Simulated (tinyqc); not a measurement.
Leakage through a gate insulator: direct, Fowler-Nordheim, trap-assisted and Poole-Frenkel currents: one step, computed by the program tinyqc.

Electrons enter from the cathode Fermi level at x = 0; the conduction band of the insulator lies phi_b - e F x above it, F = V/t. WKB exponents use a parabolic band with mass m.

Problem. Poole-Frenkel bound. Poole-Frenkel emission over the lowered barrier of a charged trap: lowering sqrt(e F/(pi eps_opt eps_0)); J_PF = e N_t^(2/3) nu_0 exp(-(phi_t - lowering)/k_B T), one sheet of traps emitting with supply unlimited (an upper bound).

Inputs (values chosen for the exercise, with an insulator like Si3N4): thickness t = 7.4 nm; optical constant eps_opt = 3.89; voltage across the insulator V = 4.7 V; trap depth phi_t = 1.3 eV; trap density N_t = 1.8e+19 cm^-3; attempt rate nu_0 = 6e+13 1/s; temperature T = 300 K.

Constants: e = 1.602176634e-19 C; eps_0 = 8.8541878128e-12 F/m; k_B = 8.617333262e-05 eV/K.

Give: barrier lowering; Poole-Frenkel bound J_PF.

Solution.

barrier lowering = 0.9698 eV

Poole-Frenkel bound J_PF = 187.0 A/cm^2
